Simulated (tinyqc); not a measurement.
Schottky barrier with interface states (Cowley-Sze model), image lowering and contact resistance: one step, computed by the program tinyqc.

An n-type semiconductor under a metal. The barrier lies between the Schottky-Mott limit phi_M - chi and the Bardeen limit E_g - E_n, E_n being the neutrality level of the interface states; the space-charge term of the full Cowley-Sze expression is left out.

Task: Tunnelling scale and contact resistivity. A* = 4 pi e m_e M_c k_B^2/h^3 (a simple valley count); J_s = A* T^2 exp(-phi/k_B T). E_00 = (e hbar/2) sqrt(N/(m_e eps_s eps_0)), E_0 = E_00 coth(E_00/k_B T); scaling form of the contact resistivity rho_c = (k_B/(e A* T)) exp(phi_B/E_0), which is the thermionic result when E_00 << k_B T and keeps only the leading exponential of tunnelling when E_00 >> k_B T; image lowering is left out of it.

Inputs (values chosen for the exercise, for a model semiconductor): dielectric constant eps_s = 7.05; electron mass m_e = 0.158 m_0; valleys M_c = 1; donor density N = 8.1e+15 cm^-3; temperature T = 200 K.

Pinning factor from: interface states.

barrier phi_B = 1.599305 eV

Constants: k_B = 8.617333262e-05 eV/K; hbar = 1.054571817e-34 J s; m_0 = 9.1093837015e-31 kg; eps_0 = 8.8541878128e-12 F/m; e = 1.602176634e-19 C; k_B = 1.380649e-23 J/K; h = 6.62607015e-34 J s.

Give: E_00; E_00/k_B T; E_0; contact resistivity rho_c.

Result:

E_00 = 0.001583 eV

E_00/k_B T = 0.09186

E_0 = 0.01728 eV

contact resistivity rho_c = 3.496e+32 ohm cm^2

With the usual bounds 0.5 and 5 on E_00/k_B T the regime is thermionic emission; so large a rho_c means a blocking contact.
